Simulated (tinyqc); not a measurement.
Magnetisation curve: two coupled magnetic layers: synthetic antiferromagnet, spin flop, exchange bias and magnetoresistance. Computed by tinyqc, a small Python program. Command: `OMP_NUM_THREADS=1 python tinyqc.py 3029515 3029516 out.jsonl saf walk`. One thread of a shared host (Intel(R) Xeon(R) Processor @ 2.30GHz), about 0.2 s of CPU time with the checks.

Moments lie in the plane at the angles p1, p2 from the field. Energy per area: E = J1 cos(p1 - p2) + J2 cos^2(p1 - p2) - B M_s (t1 cos p1 + t2 cos p2) + K (t1 sin^2 p1 + t2 sin^2 p2).

Inputs (values chosen for the exercise, for a model stack):

| quantity | value | unit |
|---|---|---|
| saturation magnetisation M_s | 1070 | kA/m |
| thickness t1 | 3.4 | nm |
| thickness t2 | 3.4 | nm |
| antiferromagnetic coupling J1 | 0.97 | mJ/m^2 |
| biquadratic coupling J2 | 0 | mJ/m^2 |
| in-plane anisotropy K | 0.52 | kJ/m^3 |
| field over the saturation field | 0.16 | - |

Field direction: along the easy axis.

Method. The parallel state is stable while the Hessian at p1 = p2 = 0 is positive: with c = J1 + 2 J2 and u = B M_s + 2K, (u t1 - c)(u t2 - c) > c^2, so B_sat M_s = c (1/t1 + 1/t2) - 2K. B_K = 2K/M_s. The lowest minimum of E over both angles (from five starts; of two mirror images the one with p1 >= 0, and for equal layers |p1| <= |p2|).

saturation field B_sat = 532.288 mT

Equilibrium states:

| B/B_sat | B (mT) | p1 (degrees) | p2 (degrees) | m/m_sat |
|---|---|---|---|---|
| 0.02 | 10.65 | 0.000 | -180.00 | 0.0000 |
| 0.06 | 31.94 | 86.560 | -86.56 | 0.0600 |
| 0.12 | 63.87 | 83.108 | -83.11 | 0.1200 |
| 0.20 | 106.46 | 78.463 | -78.46 | 0.2000 |
| 0.30 | 159.69 | 72.542 | -72.54 | 0.3000 |
| 0.45 | 239.53 | 63.256 | -63.26 | 0.4500 |
| 0.60 | 319.37 | 53.130 | -53.13 | 0.6000 |
| 0.80 | 425.83 | 36.870 | -36.87 | 0.8000 |
| 0.95 | 505.67 | 18.195 | -18.19 | 0.9500 |
| 1.10 | 585.52 | 0.000 | 0.00 | 1.0000 |

What follows from these numbers?

The collinear state is the lowest in 1 row(s), with m/m_sat = (t1 - t2)/(t1 + t2) = 0.000; then the moments are canted and close at B_sat. The largest gap between m/m_sat and B/B_sat in the canted rows is 0.000.

Extremes, crossings and ranges named in words are read from the listed rows.
